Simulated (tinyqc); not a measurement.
Surface potential of a MOS transistor: implicit equation and explicit approximations: two steps of the calculation.

p-type body, charge-sheet picture, depletion and inversion only, full ionisation (an idealisation for deep acceptors), Boltzmann statistics (rough once Na exp(x - xn) passes about Nc/7). In units of Vt: xg = (Vg - Vfb)/Vt, x = psi/Vt, G = gamma/sqrt(Vt), xn = (2 phiF + Vc)/Vt. The implicit equation is (xg - x)^2 = G^2 [x - 1 + exp(x - xn)] for x above about 3. Cox = eps0 eox/tox.

Parameters, values chosen for the exercise; band and dielectric values close to those of silicon: temperature T = 350 K; relative permittivity of the gate insulator (close to silicon dioxide) eox = 3.9; insulator thickness tox = 1.4 nm; channel-body voltage Vc = 0.5 V.

Constants: q = 1.602176634e-19 C, kB = 1.380649e-23 J/K, Vt = kB T/q, eps0 = 8.8541878128e-14 F/cm where lengths are in cm. Results are converted to the units shown.

Task 1. Explicit approximation. Depletion value a = 1 + [sqrt(G^2/4 + xg - 1) - G/2]^2; inversion value b = xn + ln[(xg - xn)^2/G^2 - xn + 1] and first guess y = min(a, b) - ln(1 + exp(-|a - b|)) if a > xn + 1, else b = y = a; one second-order correction with D = exp(y - xn), p = 2 (xg - y) + G^2 (1 + D), w = (xg - y)^2 - G^2 (y - 1 + D): z = y + 2 w/(p + sqrt(p^2 - 2 (2 - G^2 D) w)), or the Newton step z = y + w/p where the root is not real.

G = 0.69590454
xn = 44.686916
xg = 44.097169

Give: a; b; y; p; w; z.

Result 1.

a = 39.76
b = 39.76
y = 39.76
p = 9.153
w = -0.003526
z = 39.76

The root of the implicit equation is x = 39.7640; y misses it by 3.9e-4 and z by -7.1e-15, in units of Vt.

Task 2. Potential, charges and gate control. psi = Vt x; N_dep = Cox Vt G sqrt(x - 1)/q; N_inv = (Cox Vt G/q) [sqrt(x - 1 + exp(x - xn)) - sqrt(x - 1)]; dpsi/dVg = 1/[1 + G^2 (1 + exp(x - xn))/(2 (xg - x))].

converged x = 39.764008
G = 0.69590454
xn = 44.686916
xg = 44.097169

Find: psi; N_dep; N_inv; dpsi/dVg.

Result 2.

psi = 1.1993 V
N_dep = 2.0118e12 cm^-2
N_inv = 1.8885e8 cm^-2
dpsi/dVg = 0.94671

psi lies 4.9 Vt below 2 phiF + Vc.

Computed by the program tinyqc: `OMP_NUM_THREADS=1 python tinyqc.py 2122212 2122213 out.jsonl`, one thread of a shared Intel Xeon 2.30GHz, about 0.01 s for the whole run.
